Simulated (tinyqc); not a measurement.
Three voltage laws: time-dependent dielectric breakdown: cell percolation, Weibull statistics, area scaling and voltage extrapolation. Computed by tinyqc, a small Python program. Command: `OMP_NUM_THREADS=1 python tinyqc.py 3007562 3007563 out.jsonl tddb walk`. One thread of a shared host (Intel(R) Xeon(R) Processor @ 2.30GHz), about 0.01 s of CPU time with the checks.

The oxide is divided into columns of area a^2, each holding m = t_ox/a cells (m is taken as continuous). A share lambda(t) = (t/t_1)^alpha of the cells is defective, and a column whose cells are all defective breaks down.

Inputs (values chosen for the exercise, for a model gate oxide):
```
quantity                                                   value  unit
oxide thickness t_ox                                         4.5    nm
defect cell size a                                           1.2    nm
exponent alpha of defect growth                             0.66     -
time t_1 at which the occupied share would reach 1       6.1e+07     s
test area A                                                 3000  um^2
product area A_u                                           2e+06  um^2
stress voltage V                                            6.11     V
use voltage V_u                                              3.8     V
local exponent n = -d ln t/d ln V at the stress voltage       42     -
activation energy E_a                                       0.56    eV
stress temperature T                                         105     C
use temperature T_u                                           85     C
allowed failure fraction F                                0.0001     -
```

Voltage law used: power.

Constants: k_B = 8.617333262e-05 eV/K.

Method:
- Failure fraction F = 1 - (1 - lambda^m)^N with N = A/a^2 columns, which for small lambda^m is 1 - exp(-(t/t63)^beta) with beta = alpha m and t63 = t_1 N^(-1/beta); critical share lambda(t63) = N^(-1/m). 1 um^2 = 1e6 nm^2.
- All three voltage laws share the slope n at the stress voltage. Factor t(V_u)/t(V): E law exp(n (1 - V_u/V)); 1/E law exp(n (V/V_u - 1)); power law (V/V_u)^n.
- Temperatures in kelvin are T(C) + 273.15.
- Temperature factor exp[(E_a/k_B)(1/T_u - 1/T)]; area factor (A/A_u)^(1/beta); percentile factor (-ln(1 - F))^(1/beta); life = t63 x all four; 1 year = 3.15576e7 s.
- Life = t63 x voltage, temperature, area and percentile factors, the last three as above.

projected life = 697.490 years

voltage factor = 4.60066e+08

Log10 of the life in years:
```
V_u/V  V_u (V)    E law  1/E law  power law
1.00    6.1100  -5.8193   -5.819     -5.819
0.95    5.8045  -4.9073   -4.859     -4.884
0.90    5.4990  -3.9952   -3.793     -3.897
0.80    4.8880  -2.1712   -1.259     -1.749
0.70    4.2770  -0.3472    1.998      0.687
0.60    3.6660   1.4769    6.341      3.498
0.50    3.0550   3.3009   12.421      6.824
0.40    2.4440   5.1249   21.541     10.894
```

What follows from these numbers?

At V_u/V = 0.9 the laws differ by 0.20 decades at most, and at 0.5 by 9.1. The E law is the most cautious and the 1/E law the most hopeful. Ten years are reached at V_u/V = 0.626 (E), 0.728 (1/E), 0.688 (power). Caution: t_1 is an input here; in a real oxide it changes with thickness at fixed voltage. Caution: the rows at low voltage extrapolate over many decades and cannot be tested.
